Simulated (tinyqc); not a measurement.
# Diffused layer (Gaussian), carriers, mobility and sheet resistance: what changes with what

An n-type layer from the surface x = 0 to the junction xj, N(x) = N0 exp(-(x/Ld)^2). Local neutrality (no depletion at surface or junction, no spilling of carriers), intrinsic carriers neglected, full ionisation of active dopants.

Values chosen for this exercise; values close to those of arsenic in silicon over a p-type background: temperature T = 350 K; background doping of the opposite type Nb = 2e16 cm^-3; peak chemical concentration N0 = 6.9e19 cm^-3; mobility limit at high doping m1 = 51.3 cm^2/(V s); mobility limit at low doping, at 300 K m2 = 1440 cm^2/(V s); reference doping of the mobility law Nr = 9.56e16 cm^-3; exponent of the mobility law am = 0.677; temperature exponent of m2 bt = 2.2; solubility limit of active dopant Ns = 1.98e20 cm^-3; diffusion length 2 sqrt(D t) Ld = 5.4 nm.

Constants: q = 1.602176634e-19 C. Results are converted to the units shown.

Each table varies one quantity; the others keep the values above.

## Effect of the peak chemical concentration

xj = Ld sqrt(ln(N0/Nb)). Active dopant A = min(N, Ns); n = A - Nb; mobility mu = m1 + (m2 (T/300 K)^(-bt) - m1)/(1 + ((A + Nb)/Nr)^am). Dose = integral of N, carrier sheet density = integral of n, 1/Rs = q integral of n mu, mean mobility 1/(q Rs sheet density), Hall mobility (unit Hall factor) = integral of n mu^2 over integral of n mu, Hall sheet density = (integral of n mu)^2/integral of n mu^2; all from 0 to xj. Integrals on 4000 steps.

Result of one run:

| N0 (cm^-3) | xj (nm) | dose (cm^-2) | carriers (cm^-2) | Rs (ohm/square) | mean mobility (cm^2/(V s)) | Rs xj (ohm nm) | Hall/true sheet density |
|---|---|---|---|---|---|---|---|
| 7.3e17 | 10.24 | 3.468e11 | 3.263e11 | 6.478e4 | 295.3 | 6.635e5 | 0.9487 |

What becomes of these results when the peak chemical concentration N0 is changed from 7.3e17 to 4e19 cm^-3, all else the same?

Result of the changed run:

| N0 (cm^-3) | xj (nm) | dose (cm^-2) | carriers (cm^-2) | Rs (ohm/square) | mean mobility (cm^2/(V s)) | Rs xj (ohm nm) | Hall/true sheet density |
|---|---|---|---|---|---|---|---|
| 4e19 | 14.89 | 1.914e13 | 1.911e13 | 4236 | 77.11 | 6.306e4 | 0.9075 |

The whole series:

| N0 (cm^-3) | xj (nm) | dose (cm^-2) | carriers (cm^-2) | Rs (ohm/square) | mean mobility (cm^2/(V s)) | Rs xj (ohm nm) | Hall/true sheet density |
|---|---|---|---|---|---|---|---|
| 2.7e17 | 8.712 | 1.263e11 | 1.089e11 | 1.388e5 | 413.0 | 1.209e6 | 0.9796 |
| 7.3e17 | 10.24 | 3.468e11 | 3.263e11 | 6.478e4 | 295.3 | 6.635e5 | 0.9487 |
| 2e18 | 11.59 | 9.548e11 | 9.316e11 | 3.330e4 | 201.2 | 3.859e5 | 0.9095 |
| 5.4e18 | 12.78 | 2.582e12 | 2.557e12 | 1.766e4 | 138.3 | 2.256e5 | 0.8819 |
| 1.5e19 | 13.89 | 7.176e12 | 7.149e12 | 8838 | 98.79 | 1.228e5 | 0.8816 |
| 4e19 | 14.89 | 1.914e13 | 1.911e13 | 4236 | 77.11 | 6.306e4 | 0.9075 |
| 1.1e20 | 15.85 | 5.264e13 | 5.261e13 | 1831 | 64.80 | 2.902e4 | 0.9437 |
| 2.9e20 | 16.72 | 1.388e14 | 1.191e14 | 882.7 | 59.38 | 1.475e4 | 0.9685 |
| 8e20 | 17.58 | 3.828e14 | 1.626e14 | 657.9 | 58.36 | 1.156e4 | 0.9776 |

As N0 goes from 2.7e17 to 8e20, xj rises from 8.71 to 17.6 nm, Rs falls from 1.39e5 to 658 ohm/square, the mean mobility falls from 413 to 58.4 cm^2/(V s) and the share of the dose that conducts goes from 86.2 through a maximum of 99.9 (at N0 = 1.1e20 among the rows listed) to 42.5 %. Rs goes as dose^(-0.75) at the low end and dose^(-0.29) at the high end; constant mobility and activation would give -1. Above N0 = Ns = 1.98e20 cm^-3 added dopant only widens the clipped top. For N0 = 2.7e17, 7.3e17, 2e18, 5.4e18 depletion at the junction, left out, would remove a tenth of the carriers or more.

## Effect of the background doping of the opposite type

Same model as above.

xj = Ld sqrt(ln(N0/Nb)). Integrals on 4000 steps.

Results:

| Nb (cm^-3) | xj (nm) | dose (cm^-2) | carriers (cm^-2) | Rs (ohm/square) | mean mobility (cm^2/(V s)) | Rs xj (ohm nm) | Hall/true sheet density |
|---|---|---|---|---|---|---|---|
| 1e14 | 19.80 | 3.302e13 | 3.302e13 | 2711 | 69.74 | 5.367e4 | 0.9099 |
| 2.6e15 | 17.23 | 3.302e13 | 3.302e13 | 2712 | 69.70 | 4.675e4 | 0.9139 |
| 1.3e16 | 15.81 | 3.302e13 | 3.300e13 | 2718 | 69.59 | 4.298e4 | 0.9231 |
| 6.6e16 | 14.24 | 3.301e13 | 3.292e13 | 2737 | 69.26 | 3.897e4 | 0.9422 |
| 3.4e17 | 12.45 | 3.298e13 | 3.256e13 | 2801 | 68.44 | 3.486e4 | 0.9674 |
| 1.7e18 | 10.39 | 3.281e13 | 3.104e13 | 3010 | 66.80 | 3.128e4 | 0.9877 |
| 8.6e18 | 7.792 | 3.166e13 | 2.496e13 | 3913 | 63.91 | 3.050e4 | 0.9979 |

Estimate the missing row, Nb = 5.1e14 cm^-3.

Computed row:

| Nb (cm^-3) | xj (nm) | dose (cm^-2) | carriers (cm^-2) | Rs (ohm/square) | mean mobility (cm^2/(V s)) | Rs xj (ohm nm) | Hall/true sheet density |
|---|---|---|---|---|---|---|---|
| 5.1e14 | 18.56 | 3.302e13 | 3.302e13 | 2711 | 69.73 | 5.032e4 | 0.9108 |

With this row back in the table: As Nb goes from 1e14 to 8.6e18, xj falls from 19.8 to 7.79 nm, Rs rises from 2710 to 3910 ohm/square, the mean mobility falls from 69.7 to 63.9 cm^2/(V s) and the share of the dose that conducts falls from 100 to 78.8 %. For Nb = 1.7e18, 8.6e18 depletion at the junction, left out, would remove a tenth of the carriers or more.

tinyqc, about 0.01 s, one thread, Intel Xeon 2.30GHz (shared host): `OMP_NUM_THREADS=1 python tinyqc.py 2110146 2110147 out.jsonl`
